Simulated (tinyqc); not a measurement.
# Worked calculation: carrier lifetime of an n-type layer with SRH, radiative, Auger and surface recombination

Program tinyqc, `OMP_NUM_THREADS=1 python tinyqc.py 2300021 2300022 out.jsonl`; Intel Xeon 2.30GHz, shared host, one thread, about 0.01 s. Printed values are rounded.

Uniform excess density dn = dp (no trapping), n = n0 + dn, p = p0 + dn, Boltzmann statistics, full ionisation. Surfaces enter as a rate 2 S dn/d, which holds while diffusion to them is fast.

Values chosen for this exercise; band and dielectric values close to those of gallium arsenide:
- T = 250 K (temperature)
- Eg = 1.42 eV (band gap)
- Nc = 3.35e17 cm^-3 (conduction-band density of states at T)
- Nv = 6.72e18 cm^-3 (valence-band density of states at T)
- B = 6.89e-10 cm^3/s (radiative coefficient)
- N = 1e15 cm^-3 (donor density)
- Cn = 2.4e-30 cm^6/s (Auger coefficient (two electrons))
- Cp = 2.4e-30 cm^6/s (Auger coefficient (two holes))
- Nt = 1.2e12 cm^-3 (trap density)
- sn = 2e-15 cm^2 (capture cross-section for electrons)
- sp = 4e-15 cm^2 (capture cross-section for holes)
- vth = 2.2e7 cm/s (thermal velocity (both carriers))
- Et = 0.97 eV (trap level below the conduction band)
- S = 700 cm/s (surface recombination velocity (both faces))
- d = 2 um (sample thickness)
- G = 3.4e22 cm^-3 s^-1 (generation rate)

Constants: q = 1.602176634e-19 C, kB = 1.380649e-23 J/K, Vt = kB T/q. Results are converted to the units shown.

## Equilibrium densities and SRH constants

ni = sqrt(Nc Nv) exp(-Eg/(2 Vt)), Eg in volts; majority density N/2 + sqrt(N^2/4 + ni^2), n0 p0 = ni^2; n1 = Nc exp(-Et/Vt), p1 = Nv exp((Et - Eg)/Vt); tn0 = 1/(sn vth Nt), tp0 = 1/(sp vth Nt).

ni = 7298.56 cm^-3
n0 = 1e15 cm^-3
p0 = 5.32689e-8 cm^-3
n1 = 0.00934771 cm^-3
p1 = 5.69860e9 cm^-3
tn0 = 1.89394e-5 s
tp0 = 9.46970e-6 s

## Starting value

dn = 2e14 cm^-3.

dn at the start = 2e14 cm^-3

## Iteration 1: new dn

With e = n p - ni^2 = dn (n0 + p0 + dn): U_SRH = e/(tp0 (n + n1) + tn0 (p + p1)), U_rad = B e, U_Aug = (Cn n + Cp p) e, U_s = 2 S dn/d. Newton step on ln U(ln dn) = ln G, U the sum: k = d ln U/d ln dn (central difference over factors 1.0001), dn(new) = dn (G/U)^(1/k).

U_SRH = 1.58399e19 cm^-3 s^-1
U_rad = 1.65360e20 cm^-3 s^-1
U_Aug = 8.064e14 cm^-3 s^-1
U_s = 1.4e21 cm^-3 s^-1
k = 1.01534
dn after iteration 1 = 4.10569e15 cm^-3

## Iteration 2: new dn

As before.

U_SRH = 1.66225e20 cm^-3 s^-1
U_rad = 1.44431e22 cm^-3 s^-1
U_Aug = 4.63423e17 cm^-3 s^-1
U_s = 2.87398e22 cm^-3 s^-1
k = 1.26748
dn after iteration 2 = 3.38957e15 cm^-3

## Iteration 3: new dn

As before.

U_SRH = 1.40678e20 cm^-3 s^-1
U_rad = 1.02515e22 cm^-3 s^-1
U_Aug = 2.77786e17 cm^-3 s^-1
U_s = 2.37270e22 cm^-3 s^-1
k = 1.23145
dn after iteration 3 = 3.37993e15 cm^-3

## Course of the iteration

Stop when the step is below 1e-10 of the value, or after 40 iterations.

Course of the iteration:

| iteration | dn before the step (cm^-3) | step (cm^-3) |
|---|---|---|
| 1 | 2e14 | 3.91e15 |
| 2 | 4.10569e15 | -7.16e14 |
| 3 | 3.38957e15 | -9.64e12 |
| 4 | 3.37993e15 | -1.99e9 |
| 5 | 3.37993e15 | < 1e3 |

Converged in 5 iterations.

## Lifetime, shares and quasi-Fermi splitting

converged dn = 3.37993e15 cm^-3

With e = n p - ni^2 = dn (n0 + p0 + dn): U_SRH = e/(tp0 (n + n1) + tn0 (p + p1)), U_rad = B e, U_Aug = (Cn n + Cp p) e, U_s = 2 S dn/d. tau = dn/U, shares of U, splitting Vt ln(n p/ni^2), radiative efficiency U_rad/U.

tau = 9.94098e-8 s
shares (%): SRH 0.4127, radiative 29.9996, Auger 0.0008, surface 69.5868
quasi-Fermi splitting = 1.16294 V

Surface recombination takes the largest share. dn is 3.4 times the doping: intermediate injection.
